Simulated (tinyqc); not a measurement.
Inside a calculation. Method: power iteration on a symmetric matrix. Computed by tinyqc, a small Python program that keeps every step. Settings: method = power, shift = 0.41. Command: `OMP_NUM_THREADS=1 python tinyqc.py 30667 30668 out.jsonl` (the two numbers bound the seeds that draw the settings). One thread of a shared host (Intel(R) Xeon(R) Processor @ 2.60GHz), about 0.01 s of CPU time with the checks.

## Step 1

A:
```
        1        2        3
1  0.2690   0.0920   0.1280
2  0.0920   2.6780  -0.0310
3  0.1280  -0.0310   3.3660
```

vector v at the start: 0.5774  0.5774  0.5774

shift = 0.4100

w = (A - shift) v; v' = w/|w| with its largest component positive (the first on a tie); lambda = v'^T A v'.

vector after step 1: 0.0206  0.6064  0.7949

Rayleigh quotient after step 1 = 3.0883

## Step 2

As before.

vector after step 2: 0.0572  0.5006  0.8638

Rayleigh quotient after step 2 = 3.1745

## Step 3

As before.

vector after step 3: 0.0534  0.4004  0.9148

Rayleigh quotient after step 3 = 3.2406

## Course of the iteration

Stop when the residual |A v - lambda v| is below 1e-9.

Steps:
```
step    lambda  residual
1     3.088299  3.54e-01
2     3.174529  3.13e-01
3     3.240604  2.72e-01
4     3.288356  2.26e-01
5     3.320405  1.82e-01
6     3.340859  1.44e-01
7     3.353496  1.13e-01
8     3.361148  8.73e-02
9     3.365725  6.74e-02
10    3.368442  5.18e-02
11    3.370049  3.98e-02
12    3.370996  3.06e-02
13    3.371554  2.34e-02
14    3.371882  1.80e-02
15    3.372075  1.38e-02
16    3.372188  1.06e-02
17    3.372255  8.10e-03
18    3.372294  6.21e-03
19    3.372317  4.76e-03
20    3.372330  3.65e-03
21    3.372338  2.80e-03
22    3.372343  2.14e-03
23    3.372346  1.64e-03
24    3.372347  1.26e-03
25    3.372348  9.65e-04
26    3.372349  7.40e-04
27    3.372349  5.67e-04
28    3.372349  4.34e-04
29    3.372349  3.33e-04
30    3.372350  2.55e-04
```

all eigenvalues, for comparison: 0.2601  2.6805  3.3723

Not converged in 30 steps: the residual falls only by the ratio of the two largest distances of eigenvalues from the shift, 0.77 a step.
